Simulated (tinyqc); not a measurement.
Worked calculation: UHF in the 6-31g basis, for H2, spin multiplicity 3. One step of it, computed by the program tinyqc.

Task: Iteration 3: diagonalisation and new density. Diagonalise F' = X^T F X, C = X C', fill 2 alpha and 0 beta electrons from the bottom; D(s) = C_occ C_occ^T. Each column has its largest component positive (the first on a tie).

F(alpha) (hartree), lower triangle:
```
           1H 1s      1H 2s      2H 1s      2H 2s
1H 1s  -0.196963
1H 2s  -0.587772  -0.423270
2H 1s  -0.171365  -0.305784  -0.196963
2H 2s  -0.305784  -0.337794  -0.587772  -0.423270
```

F(beta) (hartree), lower triangle:
```
           1H 1s      1H 2s      2H 1s     2H 2s
1H 1s   0.518594
1H 2s  -0.042373   0.082809
2H 1s  -0.086555  -0.075785   0.518594
2H 2s  -0.075785  -0.015842  -0.042373  0.082809
```

X, lower triangle:
```
           1H 1s      1H 2s      2H 1s     2H 2s
1H 1s   1.254093
1H 2s  -0.500845   1.471883
2H 1s   0.023530   0.025039   1.254093
2H 2s   0.025039  -0.448009  -0.500845  1.471883
```

Give: F' = X^T F X; orbital energies; coefficients C; F' = X^T F X; orbital energies; coefficients C; D(alpha) after iteration 3; D(beta) after iteration 3.

Result:

F' = X^T F X (alpha) (hartree), lower triangle:
```
         1        2        3       4
1   0.3077
2  -0.7089   0.1183
3   0.0051  -0.0676   0.3077
4  -0.0676  -0.1289  -0.7089  0.1183
```

orbital energies (alpha) (hartree): MO1 -0.6420, MO2 -0.3670, MO3 0.9168, MO4 0.9443

coefficients C (alpha):
```
          MO1      MO2      MO3      MO4
1H 1s  0.3089   0.3333  -0.8856   0.9132
1H 2s  0.3494   0.7232   1.2076  -0.7178
2H 1s  0.3089  -0.3333   0.8856   0.9132
2H 2s  0.3494  -0.7232  -1.2076  -0.7178
```

F' = X^T F X (beta) (hartree), lower triangle:
```
         1        2        3       4
1   0.8822
2  -0.4398   0.3733
3  -0.0182  -0.0368   0.8822
4  -0.0368  -0.0902  -0.4398  0.3733
```

orbital energies (beta) (hartree): MO1 0.0155, MO2 0.2235, MO3 1.1317, MO4 1.1404

coefficients C (beta):
```
          MO1      MO2      MO3      MO4
1H 1s  0.1490   0.1257   0.9524  -0.9379
1H 2s  0.4665   0.9762  -0.6479   1.0140
2H 1s  0.1490  -0.1257   0.9524   0.9379
2H 2s  0.4665  -0.9762  -0.6479  -1.0140
```

D(alpha) after iteration 3, lower triangle:
```
         1H 1s    1H 2s   2H 1s   2H 2s
1H 1s   0.2066
1H 2s   0.3490   0.6451
2H 1s  -0.0157  -0.1331  0.2066
2H 2s  -0.1331  -0.4009  0.3490  0.6451
```

D(beta) after iteration 3, lower triangle:
```
        1H 1s   1H 2s   2H 1s   2H 2s
1H 1s  0.0000
1H 2s  0.0000  0.0000
2H 1s  0.0000  0.0000  0.0000
2H 2s  0.0000  0.0000  0.0000  0.0000
```
